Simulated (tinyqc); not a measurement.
# Hydrogen passivation and dissociation of interface defects with a spread of activation energies, step by step

A worked calculation. Computed by tinyqc, a small Python program that keeps every step. Command: `OMP_NUM_THREADS=1 python tinyqc.py 3021060 3021061 out.jsonl passivation walk`. One thread of a shared host (Intel(R) Xeon(R) Processor @ 2.30GHz), about 0.01 s of CPU time with the checks. Intermediate numbers are printed to about 6 digits and carried at full precision; extremes and crossings named in words are read from the listed rows.

Active defects P react as P + H2 -> HP + H and HP -> P + H; released atomic hydrogen is removed. All defects start active. Activation energies are normally distributed, independently for the two reactions.

Inputs (values chosen for the exercise, for a model interface): defect density N_0 = 5.1e+12 cm^-2; mean passivation energy E_f = 1.51 eV; spread s_f = 0.11 eV; prefactor k_f0 = 4.4e-09 cm^3/s; mean dissociation energy E_d = 2.79 eV; spread s_d = 0.055 eV; prefactor k_d0 = 3.8e+12 1/s; dissolved hydrogen [H2] = 1.1e+18 cm^-3; anneal temperature T = 1020 K; anneal time t = 7300 s.

Ambient: hydrogen.

Constants: k_B = 8.617333262e-05 eV/K.

## Sites at the mean energies

a = k_f0 [H2] exp(-E_f/k_B T), b = k_d0 exp(-E_d/k_B T); the active share of one kind of site is b/(a + b) + (a/(a + b)) exp(-(a + b) t).

passivation rate a = 167.493 1/s

dissociation rate b = 0.0623029 1/s

active share, single energy = 3.71834e-04

steady active share, single energy = 3.71834e-04

## A five-point average

Gauss-Hermite nodes for a unit normal variable, z = 0, +/-1.355626, +/-2.856970 with weights 0.533333, 0.222076, 0.011257; E_f + s_f z is varied at the mean E_d.

Nodes:
```
z            weight  energy (eV)   rate (1/s)  active share
-2.856970  0.011257      1.19573  5.98103e+03   1.04166e-05
-1.355626  0.222076      1.36088  9.13666e+02   6.81853e-05
0.000000   0.533333      1.51000  1.67493e+02   3.71834e-04
1.355626   0.222076      1.65912  3.07049e+01   2.02498e-03
2.856970   0.011257      1.82427  4.69049e+00   1.31087e-02
```

active share, five points = 8.10835e-04

## Average over the spread

Full average: z from -5 to 5 in steps of 0.125 with normalised weights exp(-z^2/2), energy = mean + spread x z, over both energies.

active share = 9.83263e-04

active defects = 5.01464e+09 cm^-2

The spread changes the active share from 3.72e-4 to 9.83e-4: sites that passivate slowly or dissociate easily weigh most in the average.

## Isochronal anneals

The formulas are those given above.

Same time, other temperatures:
```
T (K)      a (1/s)      b (1/s)  active share, single energy  active share, spread
450    5.93731e-08  2.15357e-19                  9.99567e-01           9.87512e-01
525    1.54698e-05  6.26560e-15                  8.93214e-01           7.25798e-01
600    1.00324e-03  1.39577e-11                  6.59776e-04           1.48149e-01
675    2.57439e-02  5.60661e-09                  2.17784e-07           3.61227e-03
750    3.45217e-01  6.78905e-07                  1.96660e-06           1.94955e-05
825    2.88751e+00  3.43693e-05                  1.19026e-05           5.30798e-05
900    1.69519e+01  9.04630e-04                  5.33618e-05           1.87177e-04
975    7.57967e+01  1.43968e-02                  1.89903e-04           5.51893e-04
1050   2.73630e+02  1.54303e-01                  5.63591e-04           1.40803e-03
1125   8.32421e+02  1.20541e+00                  1.44598e-03           3.18867e-03
```

The active share is lowest, 1.95e-5, at 750 K of those listed: below, passivation is too slow for this time, and above, dissociation competes. A single energy would promise 2.18e-7 (at 675 K), so among these rows the spread raises the floor by a factor 90.

## Isothermal kinetics

Times are decades about 1/(a + b) of the mean site. The last column is the part of the change still to come; rows stop once it is below 1e-5.

Against time:
```
t (s)     active share, single energy  active share, spread  unreacted part
6.00e-06                  9.98996e-01           9.97812e-01     9.97810e-01
6.00e-05                  9.90001e-01           9.79028e-01     9.79007e-01
6.00e-04                  9.04391e-01           8.40199e-01     8.40042e-01
6.00e-03                  3.66158e-01           3.88741e-01     3.88139e-01
6.00e-02                  4.14860e-04           4.18467e-02     4.09036e-02
6.00e-01                  3.71834e-04           1.44007e-03     4.57256e-04
```

A single energy finishes within about two decades of time. With the spread the unreacted part is 0.98 at 6e-5 s and still 0.041 at 0.06 s, where one energy leaves 4.3e-5: a width of s/k_B T = 1.25 in ln(rate) stretches the decay markedly.

Checks made by the program: the average on a grid twice as fine (relative difference 8e-06).
